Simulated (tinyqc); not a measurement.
# On-chip interconnect, size-dependent resistivity and RC delay: what changes with what

A rectangular line between two neighbours and two ground planes. Surface and grain-boundary scattering are added to the bulk resistivity as corrections; capacitances are parallel-plate values without fringing; inductance is ignored.

Inputs (values chosen for the exercise); metal values close to those of copper: bulk resistivity rho0 = 1.69 uohm cm; bulk mean free path lam = 39.7 nm; specular share of surface scattering ps = 0.3; reflection coefficient of grain boundaries Rg = 0.47; grain size over the metal width gr = 0.7; drawn line width wd = 66 nm; aspect ratio, height over width AR = 1.8; liner on both walls and the bottom, not conducting tl = 1.4 nm; space to the neighbouring lines sp = 66 nm; dielectric height to the planes above and below hd = 130 nm; relative permittivity of the dielectric ek = 2.2; Miller factor of the neighbours Mf = 1; line length Lw = 53 um; load capacitance Cl = 0.27 fF; bulk resistivity of the second metal (close to cobalt) rho2 = 6.17 uohm cm; mean free path of the second metal lam2 = 11.4 nm; liner of the second metal tl2 = 0.2 nm.

Constants: eps0 = 8.8541878128e-12 F/m. Results are converted to the units shown.

Each table varies one quantity; the others keep the values above.

## Delay against the driver resistance

Metal width x = wd - 2 tl, height y = AR wd - tl; grain boundaries (Mayadas-Shatzkes): al = (lam/(gr x)) Rg/(1 - Rg), g = 1/[1 - 3 al/2 + 3 al^2 - 3 al^3 ln(1 + 1/al)] - 1; surfaces (Fuchs-Sondheimer, thick limit): s = (3/8) lam (1 - ps)(1/x + 1/y); rho = rho0 (1 + g + s); r = rho/(x y); c = eps0 ek (2 wd/hd + 2 Mf AR wd/sp). Elmore delay tE = Rd (c Lw + Cl) + r Lw (c Lw/2 + Cl); t50 is the time at which the far end of a ladder of 30 pi sections (half capacitances at both ends, Cl at the far end, a step applied through Rd) reaches half the step; line share r Lw/(Rd + r Lw); estimate 0.69 Rd (c Lw + Cl) + 0.38 r c Lw^2 + 0.69 r Lw Cl.

The same in every row: rho (uohm cm) = 3.981; r (ohm/um) = 5.366; c (fF/um) = 0.08990.

Delay against the driver resistance:

| Rd (ohm) | tE (ps) | t50 (ps) | estimate (ps) | line share of the resistance (%) |
|---|---|---|---|---|
| 50 | 1.006 | 0.7572 | 0.7416 | 85.05 |
| 100 | 1.258 | 0.9377 | 0.9153 | 73.99 |
| 400 | 2.768 | 1.993 | 1.958 | 41.55 |
| 1000 | 5.789 | 4.089 | 4.042 | 22.14 |
| 3000 | 15.86 | 11.07 | 10.99 | 8.659 |
| 7000 | 36.00 | 25.03 | 24.89 | 3.904 |
| 20000 | 101.5 | 70.40 | 70.05 | 1.402 |
| 50000 | 252.5 | 175.1 | 174.3 | 0.5656 |

As Rd goes from 50 to 50000, r stays at 5.37 ohm/um, c stays at 0.0899 fF/um and t50 rises from 0.757 to 175 ps. t50/tE lies between 0.693 and 0.753, and the estimate is within 2.4 % of t50.

## Two metals against line width

Metal width x = wd - 2 tl, height y = AR wd - tl; grain boundaries (Mayadas-Shatzkes): al = (lam/(gr x)) Rg/(1 - Rg), g = 1/[1 - 3 al/2 + 3 al^2 - 3 al^3 ln(1 + 1/al)] - 1; surfaces (Fuchs-Sondheimer, thick limit): s = (3/8) lam (1 - ps)(1/x + 1/y); rho = rho0 (1 + g + s); r = rho/(x y). The second metal has rho2, lam2 and tl2 in place of rho0, lam and tl; ps, Rg, gr and AR are shared.

Two metals against line width:

| wd (nm) | rho, first (uohm cm) | rho, second (uohm cm) | r, first (ohm/um) | r, second (ohm/um) | ratio second/first |
|---|---|---|---|---|---|
| 5 | 63.64 | 38.46 | 3.806e4 | 9502 | 0.2497 |
| 6.5 | 38.90 | 30.62 | 1.021e4 | 4365 | 0.4276 |
| 8 | 28.33 | 25.86 | 4191 | 2396 | 0.5717 |
| 10 | 21.04 | 21.81 | 1761 | 1277 | 0.7251 |
| 13 | 15.43 | 18.15 | 687.6 | 620.8 | 0.9028 |
| 17 | 11.61 | 15.31 | 280.1 | 303.4 | 1.083 |
| 22 | 9.065 | 13.23 | 123.6 | 155.5 | 1.258 |
| 30 | 6.927 | 11.36 | 48.42 | 71.32 | 1.473 |
| 45 | 5.093 | 9.644 | 15.16 | 26.76 | 1.765 |
| 70 | 3.848 | 8.418 | 4.595 | 9.614 | 2.092 |
| 120 | 2.943 | 7.492 | 1.170 | 2.903 | 2.481 |

What does the comparison show?

The resistivity of the first metal falls from 63.6 to 2.94 uohm cm and that of the second goes from 38.5 to 7.49 uohm cm as the line widens. The products rho0 lam, which set the size effect, are 67.1 and 70.3 uohm cm nm. The two resistances cross at wd = 15.0 nm: below it the second metal gives the lower line resistance. For widths well under the mean free path the thick-limit surface term is only a guide.

tinyqc, about 0.01 s, one thread, Intel Xeon 2.30GHz (shared host): `OMP_NUM_THREADS=1 python tinyqc.py 2100156 2100157 out.jsonl`
